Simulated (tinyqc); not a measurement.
Schottky diode by thermionic emission with image-force lowering and series resistance: one step of the calculation.

Metal on an n-type semiconductor with one parabolic valley; V > 0 is forward bias (metal positive). I = I0 [exp(Vj/(n Vt)) - 1] with Vj = V - I Rs; I0 = S A* T^2 exp(-(phi - dphi)/Vt), the lowering dphi taken at zero bias.

Question. Junction voltage. Fixed-point step: I = (V - Vj)/Rs, then Vj(new) = n Vt ln(1 + I/I0).

Values chosen for this exercise; band and dielectric values close to those of gallium arsenide:
- T = 300 K (temperature)
- n = 1.2 (ideality factor)
- Rs = 2.3 ohm (series resistance)
- V = 0.75 V (applied bias)

Constants: q = 1.602176634e-19 C, kB = 1.380649e-23 J/K, Vt = kB T/q. Results are converted to the units shown.

I0 = 1.1273520e-9 A
Vj at the start = 0.31 V

Wanted: Vj after iteration 1.

Answer.

Vj after iteration 1 = 0.58786 V

tinyqc, about 0.01 s, one thread, Intel Xeon 2.30GHz (shared host): `OMP_NUM_THREADS=1 python tinyqc.py 2640087 2640088 out.jsonl`
